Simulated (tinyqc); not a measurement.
# Worked calculation: depletion-mode phase shifter in a rib waveguide and its Mach-Zehnder modulator

tinyqc, about 0.01 s, one thread, Intel Xeon 2.30GHz (shared host): `OMP_NUM_THREADS=1 python tinyqc.py 2650127 2650128 out.jsonl` Printed values are rounded.

A lateral p-n junction at x0 in a waveguide whose mode intensity is a Gaussian of rms width s about x = 0; p side at smaller x. Reverse bias removes carriers and raises the index. Abrupt junction, doping uniform over the whole mode, lumped electrode (no travelling-wave effects).

Inputs (values chosen for the exercise); values close to those of silicon near 1550 nm:
```
symbol,value,unit,meaning
lam,1550,nm,wavelength
eps_r,11.7,,relative permittivity of the semiconductor
Na,8.9e17,cm^-3,acceptor density
Nd,2.7e17,cm^-3,donor density
Vb,0.92,V,built-in voltage
s,150,nm,rms width of the lateral mode intensity
x0,0,nm,junction offset towards the n side
G,0.9,,vertical confinement times ng/n
hr,310,nm,rib height
Cf,41,pF/m,fringe capacitance
Rs,17.7,ohm mm,series resistance
L,2,mm,length of the phase shifter
V,1.5,V,reverse bias
a0,1.7,dB/cm,passive loss
```

Constants: q = 1.602176634e-19 C, eps0 = 8.8541878128e-14 F/cm where lengths are in cm. Results are converted to the units shown.

## Index and absorption of the doped regions

Free-carrier changes (empirical, N and P in cm^-3): |dn| = 8.5e-18 P^0.8 for holes, 8.8e-22 N for electrons; absorption 6e-18 P and 8.5e-18 N in 1/cm.

dn_h = 0.00194505
dn_e = 0.0002376
a_h = 5.34 1/cm
a_e = 2.295 1/cm

Index change per unit absorption: holes 3.64 um, electrons 1.04 um, a ratio of 3.52.

## Depletion edges and mode overlap

W = sqrt(2 eps0 eps_r (Vb + V)(1/Na + 1/Nd)/q); edges xp = x0 - W Nd/(Na + Nd), xn = x0 + W Na/(Na + Nd); F(x) = [1 + erf(x/(sqrt(2) s))]/2.

W at 0 and at V (nm): [75.7832, 122.910]

```
edge   edge (nm)         F
xp(0)   -17.6392  0.453194
xn(0)    58.1440  0.650854
xp(V)   -28.6083  0.424372
xn(V)    94.3016  0.735220
```

## Index shift, efficiency, loss and bandwidth

dneff = G {dn_h [F(xp(0)) - F(xp(V))] + dn_e [F(xn(V)) - F(xn(0))]}; VpiL = lam V/(2 dneff); loss = a0 + 4.343 G {a_h F(xp) + a_e [1 - F(xn)]} dB/cm at V; C = eps0 eps_r hr/W + Cf; fRC = 1/(2 pi Rs C).

dneff = 6.84965e-5
VpiL = 1.69717 V cm
loss = 12.9329 dB/cm
C = 302.282 pF/m
fRC = 29.7464 GHz

The product VpiL x loss is 21.9 V dB.

## Mach-Zehnder modulator

One arm driven from 0 to V: phase 2 pi dneff L/lam; biased at quadrature the output swings between [1 -+ sin(phase/2)]/2; extinction ratio in dB; insertion loss = loss x L.

phase = 0.176765 pi
extinction ratio = 2.44334 dB
insertion loss = 2.58658 dB
